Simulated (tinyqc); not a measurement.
Inputs raised by 2 %, one at a time: thermal stress, cracking, delamination and buckling of a thin film; Griffith cracks and misfitting inclusions. Computed by tinyqc, a small Python program. Command: `OMP_NUM_THREADS=1 python tinyqc.py 3010710 3010711 out.jsonl filmcrack sens`. One thread of a shared host (Intel(R) Xeon(R) Processor @ 2.30GHz), about 0.01 s of CPU time with the checks.

Isotropic linear elasticity; the substrate is much thicker than the film; stress is positive in tension.

Inputs (values chosen for the exercise, modelled on a GaN film on silicon):
```
quantity                       value        unit
film Young's modulus E           313         GPa
film Poisson ratio nu           0.19           -
film expansion alpha_f          5.67      1e-6/K
substrate expansion alpha_s      3.3      1e-6/K
deposition temperature T_d      1025           K
final temperature T              300           K
intrinsic stress                  75         MPa
film thickness h                 2.9  micrometre
film toughness Gamma_f          6.81       J/m^2
interface toughness Gamma_i      3.5       J/m^2
substrate Young's modulus E_s    142         GPa
substrate Poisson ratio nu_s    0.22           -
inclusion radius R               1.6  micrometre
```

Inclusion: sphere.

Method:
- Thermal strain = (alpha_f - alpha_s)(T_d - T); stress = E/(1 - nu) x strain + intrinsic stress; plane-strain modulus Ebar = E/(1 - nu^2); G0 = stress^2 h/(2 Ebar) is the energy freed per area when a long strip loses its stress across its width.
- Dundurs alpha = (Ebar - Ebar_s)/(Ebar + Ebar_s), with Ebar_s = E_s/(1 - nu_s^2). The channel-crack factor is taken as g = 1.258 (1 - alpha)^(-0.7), a rough interpolation chosen for the exercise (1.258 is the value for matched materials).
- Channel crack through the film: G = pi g G0, critical thickness where G = Gamma_f. Steady delamination from an edge: G = G0, critical thickness where G = Gamma_i.
- Film material fills a sphere of radius R in the substrate, with the misfit e = thermal strain (it wants to shrink if e > 0). Radial stress at the wall s0 = e/[(1 - 2 nu)/E + (1 + nu_s)/(2 E_s)]; inside it is uniform and hydrostatic; outside s_rr = s0 (R/r)^3, s_tt = -s_rr/2. Keep-out radius: where |s_rr| falls to 10 MPa (R if it is lower at the wall).

Runs; columns: (1) input moved; (2) from; (3) to; (4) film stress (MPa); (5) critical thickness for delamination (micrometre); (6) radial stress at the wall s0 (MPa); (7) keep-out radius (micrometre):
```
(1)                                    (2)     (3)    (4)    (5)    (6)    (7)
base run                                 -       -  739.0  4.163  273.8  4.822
film Young's modulus E (GPa)           313  319.26  752.2  4.097  275.5  4.832
film expansion alpha_f (1e-6/K)       5.67  5.7834  770.7  3.826  286.9  4.898
substrate expansion alpha_s (1e-6/K)   3.3   3.366  720.5  4.379  266.1  4.777
deposition temperature T_d (K)        1025  1045.5  757.7  3.959  281.5  4.867
intrinsic stress (MPa)                  75    76.5  740.5  4.146  273.8  4.822
film toughness Gamma_f (J/m^2)        6.81  6.9462  739.0  4.163  273.8  4.822
inclusion radius R (micrometre)        1.6   1.632  739.0  4.163  273.8  4.919
```

Exponents ln(y'/y) / ln(x'/x):
```
input                        film stress  critical thickness for delamination  radial stress at the wall s0  keep-out radius
film Young's modulus E             0.899                               -0.799                         0.313            0.104
film expansion alpha_f             2.126                               -4.251                         2.360            0.787
substrate expansion alpha_s       -1.280                                2.559                        -1.426           -0.475
deposition temperature T_d         1.267                               -2.534                         1.408            0.469
intrinsic stress                   0.102                               -0.205                         0.000            0.000
film toughness Gamma_f             0.000                                0.000                         0.000            0.000
inclusion radius R                 0.000                                0.000                         0.000            1.000
```

Which inputs matter most for each result?

Among the inputs moved here: film stress answers most in size to film expansion alpha_f (exponent +2.126), next to substrate expansion alpha_s (-1.280); its exponent is below 0.0005 for film toughness Gamma_f, inclusion radius R. critical thickness for delamination answers most in size to film expansion alpha_f (exponent -4.251), next to substrate expansion alpha_s (+2.559); its exponent is below 0.0005 for film toughness Gamma_f, inclusion radius R. radial stress at the wall s0 answers most in size to film expansion alpha_f (exponent +2.360), next to substrate expansion alpha_s (-1.426); its exponent is below 0.0005 for intrinsic stress, film toughness Gamma_f, inclusion radius R. keep-out radius answers most in size to inclusion radius R (exponent +1.000), next to film expansion alpha_f (+0.787); its exponent is below 0.0005 for intrinsic stress, film toughness Gamma_f. Its exponent +1.000 in inclusion radius R: the field scales with r/R.
